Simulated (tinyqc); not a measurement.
# Gap voltage and exponent from three temperatures

Problem. At constant current VBE(T) = Vg0 - a T - eta (kB T/q) ln T, where a is a constant. Find Vg0, eta and dVBE/dT at the middle temperature.

Constants: q = 1.602176634e-19 C, kB = 1.380649e-23 J/K. Results are converted to the units shown.

T (K): 273  300  330
VBE at a constant current (V): 0.8564575536  0.8135264398  0.7647955943

Answer. The relation is linear in Vg0, a and eta, so three points give a linear system; the slope is (VBE - Vg0 - eta kB T/q)/T. eta rests on the curvature of VBE(T) alone, so real fits need accuracy of some tens of microvolts or better.

Vg0 = 1.187 V
eta = 4.200
dVBE/dT = -1.607 mV/K

Computed by the program tinyqc: `OMP_NUM_THREADS=1 python tinyqc.py 2062011 2062012 out.jsonl`, one thread of a shared Intel Xeon 2.30GHz, about 0.02 s for the whole run.
